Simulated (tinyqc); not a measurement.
# Inputs raised by 10 %, one at a time

Model: two coupled magnetic layers: synthetic antiferromagnet, spin flop, exchange bias and magnetoresistance. Computed by tinyqc, a small Python program. Command: `OMP_NUM_THREADS=1 python tinyqc.py 3020465 3020466 out.jsonl saf sens`. One thread of a shared host (Intel(R) Xeon(R) Processor @ 2.30GHz), about 1 s of CPU time with the checks.

Moments lie in the plane at the angles p1, p2 from the field. Energy per area: E = J1 cos(p1 - p2) + J2 cos^2(p1 - p2) - B M_s (t1 cos p1 + t2 cos p2) + K (t1 sin^2 p1 + t2 sin^2 p2).

Inputs (values chosen for the exercise, for a model stack):
```
quantity                         value    unit
saturation magnetisation M_s       908    kA/m
thickness t1                       3.5      nm
thickness t2                       2.1      nm
antiferromagnetic coupling J1      0.5  mJ/m^2
biquadratic coupling J2              0  mJ/m^2
in-plane anisotropy K             0.69  kJ/m^3
field over the saturation field    0.4       -
```

Field direction: along the easy axis.

Method:
- The parallel state is stable while the Hessian at p1 = p2 = 0 is positive: with c = J1 + 2 J2 and u = B M_s + 2K, (u t1 - c)(u t2 - c) > c^2, so B_sat M_s = c (1/t1 + 1/t2) - 2K. B_K = 2K/M_s.
- With p1 = 0, p2 = 180 degrees and c2 = J1 - 2 J2 the Hessian is [[c2 + t1 (2K + b), -c2], [-c2, c2 + t2 (2K - b)]], b = B M_s; its determinant vanishes at the positive root of t1 t2 b^2 - c2 (t1 - t2) b - [2K c2 (t1 + t2) + 4 K^2 t1 t2] = 0.
- The lowest minimum of E over both angles (from five starts; of two mirror images the one with p1 >= 0, and for equal layers |p1| <= |p2|).

Runs; columns: (1) input moved; (2) from; (3) to; (4) saturation field B_sat (mT); (5) stability limit B_sf of the antiparallel state (mT); (6) m/m_sat along B; (7) energy (mJ/m^2):
```
(1)                                      (2)    (3)     (4)     (5)      (6)       (7)
base run                                   -      -  418.03  110.67  0.39613  -0.73402
saturation magnetisation M_s (kA/m)      908  998.8  380.03  100.61  0.39613  -0.73402
thickness t1 (nm)                        3.5   3.85  403.73  124.17  0.39427  -0.76685
thickness t2 (nm)                        2.1   2.31  394.19   87.92  0.39731  -0.70694
antiferromagnetic coupling J1 (mJ/m^2)   0.5   0.55  459.99  121.18  0.39650  -0.80775
in-plane anisotropy K (kJ/m^3)          0.69  0.759  417.88  111.22  0.39572  -0.73369
field over the saturation field          0.4   0.44  418.03  110.67  0.43716  -0.76944
```

Exponents ln(y'/y) / ln(x'/x):
```
input                            saturation field B_sat  stability limit B_sf of the antiparallel state  m/m_sat along B  energy
saturation magnetisation M_s                     -1.000                                          -1.000            0.000   0.000
thickness t1                                     -0.365                                           1.208           -0.049   0.459
thickness t2                                     -0.616                                          -2.415            0.031  -0.394
antiferromagnetic coupling J1                     1.003                                           0.952            0.010   1.004
in-plane anisotropy K                            -0.004                                           0.052           -0.011  -0.005
field over the saturation field                   0.000                                           0.000            1.034   0.495
```

Which inputs matter most for each result?

Among the inputs moved here: saturation field B_sat answers most in size to antiferromagnetic coupling J1 (exponent +1.003), and about equally to saturation magnetisation M_s (-1.000); its exponent is below 0.0005 for field over the saturation field. Its exponent -1.000 in saturation magnetisation M_s: energy per area over moment per area. Its exponent +1.003 in antiferromagnetic coupling J1: coupling rules over anisotropy. Stability limit B_sf of the antiparallel state answers most in size to thickness t2 (exponent -2.415), next to thickness t1 (+1.208); its exponent is below 0.0005 for field over the saturation field. m/m_sat along B answers most in size to field over the saturation field (exponent +1.034), next to thickness t1 (-0.049); its exponent is below 0.0005 for saturation magnetisation M_s. Energy answers most in size to antiferromagnetic coupling J1 (exponent +1.004), next to field over the saturation field (+0.495); its exponent is below 0.0005 for saturation magnetisation M_s.
